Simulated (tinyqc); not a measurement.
Swing curve: thickness of the top film: thin-film optics by transfer matrices.

Indices N = n + i k. Snell: N0 sin(theta) = N_j sin(theta_j), with Im(N_j cos theta_j) >= 0. Admittance y_j = N_j cos theta_j for s and N_j/cos theta_j for p. Phase delta_j = 2 pi N_j cos theta_j d_j/lambda. Layer matrix [[cos delta, -i sin delta/y], [-i y sin delta, cos delta]], multiplied from the top down to M. (B, C) = M (1, y_sub); r = (y0 B - C)/(y0 B + C), R = |r|^2, T = 4 Re y0 Re y_sub/|y0 B + C|^2, absorbed in the films 1 - R - T.

Inputs chosen for the exercise (indices near those of resist, SiO2 on Al; shifted at random, so the results belong to these values and not to a real crystal): lam = 633 nm (vacuum wavelength); n0 = 1 (ambient index); n = (1.63, 1.434, 1.356) (n of resist, SiO2, substrate); k = (0, 0, 7.528) (k in the same order); d = (281, 12.7) nm (thicknesses, top first); theta = 45 degrees (angle of incidence); pol = s (polarisation).

The first entry of d takes the values listed.

Stack:
```
d_1 (nm),R,T,absorbed
281.0,0.8035,0.1965,0.0000
316.9,0.8096,0.1904,0.0000
352.8,0.9073,0.0927,0.0000
388.8,0.9382,0.0618,0.0000
424.7,0.9375,0.0625,0.0000
460.6,0.9044,0.0956,0.0000
496.5,0.8035,0.1965,0.0000
532.4,0.8096,0.1904,0.0000
568.3,0.9073,0.0927,0.0000
604.3,0.9382,0.0618,0.0000
640.2,0.9375,0.0625,0.0000
676.1,0.9044,0.0956,0.0000
712.0,0.8035,0.1965,0.0000
```

What can be read from this table?

R swings between 0.8035 and 0.9382 on these points. The period is lambda/(2 Re(N_1 cos theta_1)) = 215.5 nm, six rows. The film does not absorb, so the swing repeats exactly. The swing ratio (max - min)/mean is 0.15.

Program tinyqc; command `OMP_NUM_THREADS=1 python tinyqc.py 1681811 1681812 out.jsonl`; about 0.01 s on one thread of a shared Intel(R) Xeon(R) Processor @ 2.30GHz.
